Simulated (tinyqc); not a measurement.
Threshold-voltage variability of a planar MOSFET, analytic estimates: effect of the channel doping.

Three independent sources add in quadrature: random dopants in the depleted layer, metal-gate grains of two orientations, and roughness of the two gate edges acting through the roll-off VT = VT(long) - Vr exp(-L/l). These are first-order estimates: no three-dimensional electrostatics, no percolation.

ni = sqrt(Nc Nv) exp(-Eg/(2 Vt)), Eg in volts; Cox = 3.9 eps0/ti; Wd = sqrt(4 eps0 eps_r Vt ln(Na/ni)/(q Na)); dopants: s1 = (q/Cox) sqrt(Na Wd/(3 L W)). Grains: Ng = L W/G^2 (at least 1), s2 = dW sqrt(p (1 - p)/Ng). Edges, with exponential correlation and u = W/La: the mean gate length has sL^2 = 2 De^2 (2/u)[1 - (1 - exp(-u))/u]; s3 = sL (Vr/l) exp(-L/l). s = sqrt(s1^2 + s2^2 + s3^2). l and Vr are held fixed.

Parameters, values chosen for the exercise; material values close to those of silicon: temperature T = 300 K; band gap Eg = 1.1 eV; relative permittivity of the semiconductor eps_r = 11.7; conduction-band density of states at T Nc = 2.74e19 cm^-3; valence-band density of states at T Nv = 2.64e19 cm^-3; oxide-equivalent thickness in inversion ti = 1.1 nm; gate length L = 32 nm; gate width W = 150 nm; metal grain size G = 4 nm; work-function difference of the two grain orientations dW = 0.3 eV; share of the orientation of higher work function p = 0.3; rms roughness of one gate edge De = 0.7 nm; correlation length of the roughness La = 30 nm; decay length of the threshold roll-off l = 5.6 nm; prefactor of the roll-off Vr = 2.5 V.

Constants: q = 1.602176634e-19 C, kB = 1.380649e-23 J/K, Vt = kB T/q, eps0 = 8.8541878128e-14 F/cm where lengths are in cm. Results are converted to the units shown.

The same in every row: s2 (mV) = 7.937; s3 (mV) = 0.8253.

Results:
```
Na (cm^-3)  s1 (mV)  s (mV)  s sqrt(L W) (mV um)
1.5e17        4.793   9.309               0.6449
2.6e17        5.546   9.718               0.6733
8.2e17        7.516   10.96               0.7595
1.5e18        8.814   11.89               0.8237
2.6e18        10.19   12.94               0.8966
4.5e18        11.77   14.22               0.9852
8e18          13.69   15.85                1.098
```

Estimate the missing row, Na = 4.7e17 cm^-3.

Computed row:
```
Na (cm^-3)  s1 (mV)  s (mV)  s sqrt(L W) (mV um)
4.7e17        6.488   10.28               0.7125
```

With this row back in the table: As Na goes from 1.5e17 to 8e18 cm^-3, s rises from 9.31 to 15.8 mV. The largest source is the grains in the first row and the dopants in the last. s1 goes on average as Na^(0.26), near the 1/4 expected from Na Wd. For Na = 1.5e17 to 8.2e17 cm^-3 the depletion depth exceeds L, so source and drain share much of the charge and s1 is rough.

tinyqc, about 0.01 s, one thread, Intel Xeon 2.30GHz (shared host): `OMP_NUM_THREADS=1 python tinyqc.py 2090003 2090004 out.jsonl`
